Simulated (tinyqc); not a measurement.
Coherent transport through a tight-binding region between two chains, step by step. Computed by tinyqc, a small Python program that keeps every step. Settings: temperature = 300, mu = -0.22. Command: `OMP_NUM_THREADS=1 python tinyqc.py 28159 28160 out.jsonl` (the two numbers bound the seeds that draw the settings). One thread of a shared host (Intel(R) Xeon(R) Processor @ 2.60GHz), about 0.09 s of CPU time with the checks.

## Transmission at E = -0.95 eV

H of the central region (eV):
```
[[-0.950000, -0.530000, 0.000000],
 [-0.530000, 0.720000, -0.530000],
 [0.000000, -0.530000, -0.430000]]
```

Leads: semi-infinite chains with site energy 0:
```
parameter                           value
lead hopping t (eV)              1.870000
coupling to the left lead (eV)   0.860000
coupling to the right lead (eV)  0.850000
left contact site                       1
right contact site                      3
```

E = -0.950000 eV

Surface Green function g = (E - i sqrt(4 t^2 - E^2)) / (2 t^2); self-energy tc^2 g on each contact site; G = (E - H - Sigma)^(-1); Gamma = -2 Im Sigma; T = Gamma_L Gamma_R |G_LR|^2; local density of states -Im G_ii / pi.

g = -0.135835-0.517220i 1/eV

G (1/eV):
```
[[1.081320-1.545800i, 0.566119-0.487448i, 0.702490+0.009877i],
 [0.566119-0.487448i, -0.459133-0.316208i, -0.126030-0.508906i],
 [0.702490+0.009877i, -0.126030-0.508906i, -1.099604-1.613410i]]
```

local density of states (1/eV): [0.492043, 0.100652, 0.513564]

transmission = 0.282235

## Transmission across the band

The same steps on a grid of energies.

T(E):
```
E (eV)              T
-3.55300000  0.000008
-3.19770000  0.000044
-2.84240000  0.000162
-2.48710000  0.000584
-2.13180000  0.002392
-1.77650000  0.012635
-1.42120000  0.083174
-1.06590000  0.247751
-0.71060000  0.312999
-0.35530000  0.163190
0.00000000   0.069441
0.35530000   0.048333
0.71060000   0.074054
1.06590000   0.889013
1.42120000   0.014970
1.77650000   0.002042
2.13180000   0.000492
2.48710000   0.000149
2.84240000   0.000049
3.19770000   0.000015
3.55300000   2.92e-06
```

levels of the isolated region (eV): [-1.141515, -0.568691, 1.050206]

## Current

I = (2e/h) int T(E) [f(E - mu - V/2) - f(E - mu + V/2)] dE at 300 K with mu = -0.22 eV, the bias not changing H; 2e^2/h = 77.48092 microsiemens; the integral runs over the band on 4001 points.

Current:
```
V (volt)  I (microampere)
0.010000         0.088692
0.050000         0.443855
0.100000         0.890185
0.200000         1.800044
0.400000         3.752654
0.800000         8.507215
```
